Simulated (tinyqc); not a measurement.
Tunnelling through a two-layer gate stack, WKB transmission and Tsu-Esaki current: one step of the calculation.

Electrons leave the emitter at x = 0. Energies E (motion across the layers) are in eV from the emitter Fermi level; the collector Fermi level lies at -V and offers states at every E. No charge in the dielectric and no image force: F1 = V/(t1 + t2 eps1/eps2), F2 = F1 eps1/eps2; U = phi1 - F1 x in layer 1 and phi2 - F1 t1 - F2 (x - t1) in layer 2. With C = hbar^2/(2 m0), kappa = sqrt(m (U - E)/C) where U > E and 0 elsewhere; T(E) = exp(-S), S = 2 times the integral of kappa over x.

Problem. Fields and band edges. F1 = V/(t1 + t2 eps1/eps2), F2 = F1 eps1/eps2; U = phi1 - F1 x in layer 1 and phi2 - F1 t1 - F2 (x - t1) in layer 2. EOT = 3.9 (t1/eps1 + t2/eps2).

Parameters, values chosen for the exercise; layer 1 close to silicon dioxide, layer 2 close to hafnium oxide:
```
symbol  value  unit                                                        meaning
phi1     3.01    eV  barrier of layer 1 above the emitter Fermi level at zero bias
m1       0.48    m0                                     tunnelling mass of layer 1
t1        0.8    nm                                           thickness of layer 1
eps1     4.05                                     relative permittivity of layer 1
phi2     1.53    eV                                barrier of layer 2 at zero bias
m2       0.19    m0                                     tunnelling mass of layer 2
t2        1.6    nm                                           thickness of layer 2
eps2     21.6                                     relative permittivity of layer 2
V         0.9     V                                  voltage across the dielectric
```

Find: F1; F2; U at the end of layer 1; U at the start of layer 2; U at the end of layer 2; EOT.

Solution.

F1 = 8.182 MV/cm
F2 = 1.534 MV/cm
U at the end of layer 1 = 2.355 eV
U at the start of layer 2 = 0.8755 eV
U at the end of layer 2 = 0.6300 eV
EOT = 1.059 nm

Numbers from tinyqc (`OMP_NUM_THREADS=1 python tinyqc.py 2540057 2540058 out.jsonl`; about 0.02 s on one thread of a shared Intel Xeon 2.30GHz).
